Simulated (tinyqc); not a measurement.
# Donor in an ellipsoidal valley (Kohn-Luttinger variational method), step by step

A worked calculation. Computed by tinyqc, a small Python program that keeps every step. Command: `OMP_NUM_THREADS=1 python tinyqc.py 3028998 3028999 out.jsonl kohnlutt walk`. One thread of a shared host (Intel(R) Xeon(R) Processor @ 2.30GHz), about 0.03 s of CPU time with the checks. Intermediate numbers are printed to about 6 digits and carried at full precision; extremes and crossings named in words are read from the listed rows.

H = -(d^2/dx^2 + d^2/dy^2) - gamma d^2/dz^2 - 2/r in units built on m_t, with gamma = m_t/m_l and z along the valley axis. One valley; no valley-orbit or central-cell term.

Inputs (values chosen for the exercise, for a model semiconductor):
```
quantity                      value  unit
transverse mass m_t           0.112   m_0
longitudinal mass m_l          2.37   m_0
dielectric constant eps        9.11     -
trial ratio b/a                0.58     -
observed depth chosen for 1s   43.3   meV
```

Constants: Ry = 13.605693123 eV; a_0 = 0.529177210903 angstrom; h x 1 THz = 4.135667696 meV.

## Effective units

Ry* = Ry m_t/eps^2, a* = a_0 eps/m_t, gamma = m_t/m_l.

Ry* = 18.3612 meV

a* = 43.0429 angstrom

gamma = 0.0472574

## Energy at a trial ratio

Trial function exp(-sqrt((x^2 + y^2)/a^2 + z^2/b^2)) with beta = b/a < 1: E = t/a^2 - u/a, t = (2 + gamma/beta^2)/3, u = 2 arcsin(sqrt(1 - beta^2))/sqrt(1 - beta^2); the best a is 2 t/u and E(beta) = -u^2/(4 t).

t = 0.713493

u = 2.33746

best a = 0.610485 a*

E(beta) = -1.91443 Ry*

## Minimum over the ratio

Golden-section search on beta from 0.05 to 0.999, 60 steps.

Search, first ten steps; c and d are the inner points:
```
step       low      high         c  E(c) (Ry*)         d  E(d) (Ry*)
1     0.050000  0.999000  0.412486    -2.08301  0.636514    -1.84862
2     0.050000  0.636514  0.274029    -2.06310  0.412486    -2.08301
3     0.274029  0.636514  0.412486    -2.08301  0.498057    -2.00590
4     0.274029  0.498057  0.359600    -2.10788  0.412486    -2.08301
5     0.274029  0.412486  0.326914    -2.10718  0.359600    -2.10788
6     0.326914  0.412486  0.359600    -2.10788  0.379800    -2.10146
7     0.326914  0.379800  0.347115    -2.10942  0.359600    -2.10788
8     0.326914  0.359600  0.339399    -2.10931  0.347115    -2.10942
9     0.339399  0.359600  0.347115    -2.10942  0.351884    -2.10907
10    0.339399  0.351884  0.344168    -2.10948  0.347115    -2.10942
```

best beta = 0.344232

radius a of the 1s trial function = 26.5003 angstrom

radius b of the 1s trial function = 9.12226 angstrom

1s binding energy, trial function = 38.7327 meV

The envelope is flattened along the heavy axis; beta is close to gamma^(1/3) = 0.362.

## Levels from a Gaussian basis

Gaussian basis: g = P exp(-al (x^2 + y^2) - be z^2) with P = 1 (s-like), z (2p0) or x (2p+-); al = 0.004 x 2.6^k, k = 0..11, and be/al = 1, gamma^(-1/2) or 1/gamma (36 functions); 1/r = (2/sqrt(pi)) int exp(-t^2 r^2) dt by 48 Gauss-Legendre points after t = sqrt(al_i + al_j) tan(theta); overlap eigenvalues below 1e-10 are dropped.

1s binding energy, Gaussian basis = 38.9572 meV

2p0 binding energy = 19.1718 meV

2p+- binding energy = 6.79232 meV

The two-parameter trial function recovers 99.42 % of the 1s binding of the larger basis. 2p0, with its lobes along the heavy axis, is bound 2.82 times as strongly as 2p+-.

## Optical lines and the chemical shift

With an observed depth of 1s, the lines are 1s -> 2p0 = depth - E(2p0) and 1s -> 2p+- = depth - E(2p+-); the chemical shift is depth - E(1s, Gaussian basis); 1 meV = 1 THz/4.135667696.

line 1s -> 2p0 = 24.1282 meV

line 1s -> 2p+- = 36.5077 meV

chemical shift = 4.34276 meV

frequency of the line 1s -> 2p+- = 8.82752 THz

The spacing of the two lines, 12.379 meV, does not depend on the depth, so it is the same for every donor in this host.

## Which single mass stands for the valley

A hydrogenic level is Ry m/eps^2 for one mass m; errors are against the Gaussian basis.

1s binding energy:
```
rule                                      mass (m_0)  binding (meV)  error (%)
transverse mass                              0.11200         18.361    -52.868
conductivity mass 3/(2/m_t + 1/m_l)          0.16412         26.906    -30.934
density-of-states mass (m_t^2 m_l)^(1/3)     0.30979         50.786     30.364
longitudinal mass                            2.37000        388.537    897.342
trial function with a and b                        -         38.733     -0.576
mass that fits 1s                            0.23763         38.957      0.000
```

The conductivity mass, which is what a spherical trial function (a = b) gives, falls short by 30.9 %, as a restricted variational bound must; the density-of-states mass is off by +30.4 %. The mass that fits lies between the two.

## Levels against anisotropy

The trial energy is minimised over beta by golden section from 0.05 to 0.999, 60 steps.

Binding energies (Ry*):
```
gamma  1s, trial  1s, Gaussians      2p0      2p+-
0.024    2.33858        2.35876  1.29328  0.386247
0.047    2.11140        2.12368  1.04609  0.370073
0.071    1.96418        1.97256  0.90271  0.358339
0.130    1.74116        1.74535  0.70945  0.338526
0.370    1.35079        1.35145  0.43486  0.296955
0.740    1.10242        1.10244  0.29833  0.264832
```

As gamma falls from 0.74 to 0.024, 1s deepens from 1.102 to 2.359 Ry*, on the way from the hydrogen value 1 to the two-dimensional limit 4; 2p+- moves from 0.265 to 0.386 (limits 1/4 and 4/9), while 2p0 climbs from 0.298 to 1.293 and joins 1s as gamma tends to 0.

Checks made by the program: the Gaussian basis at gamma = 1 against 1, 1/4 and 1/4 Ry* (relative difference 3e-05); trial function against Gaussian basis (relative difference 6e-03).
